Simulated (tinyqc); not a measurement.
Four-point probe, van der Pauw, Hall and spreading-resistance readings of a semiconductor layer: one step, computed by the program tinyqc. Command: `OMP_NUM_THREADS=1 python tinyqc.py 3112334 3112335 out.jsonl probe walk`. One thread of a shared host (Intel(R) Xeon(R) Processor @ 2.30GHz), about 0.01 s of CPU time with the checks.

The layer is uniform and ohmic; contacts are points unless a radius is given.

Problem. The two van der Pauw resistances. Thin rectangle with point contacts at the corners; for R_B current and voltage contacts lie along the two sides of length a, for R_A along those of length b: exp(-pi R_A/R_s) = (theta_4/theta_3)^4, exp(-pi R_B/R_s) = (theta_2/theta_3)^4 with q = exp(-pi a/b), theta_2 = 2 sum_(m>=0) q^((m + 1/2)^2), theta_3 = 1 + 2 sum_(m>=1) q^(m^2), theta_4 = 1 + 2 sum_(m>=1) (-1)^m q^(m^2).

Inputs (values chosen for the exercise, modelled on n-type silicon): side ratio a/b of the van der Pauw rectangle = 2.1.

Backing of the layer: insulating.

sheet resistance R_s = 1.723983 ohm/square

Give: R_A; R_B; ratio R_B/R_A.

Solution.

R_A = 0.01198 ohm

R_B = 2.105 ohm

ratio R_B/R_A = 175.8
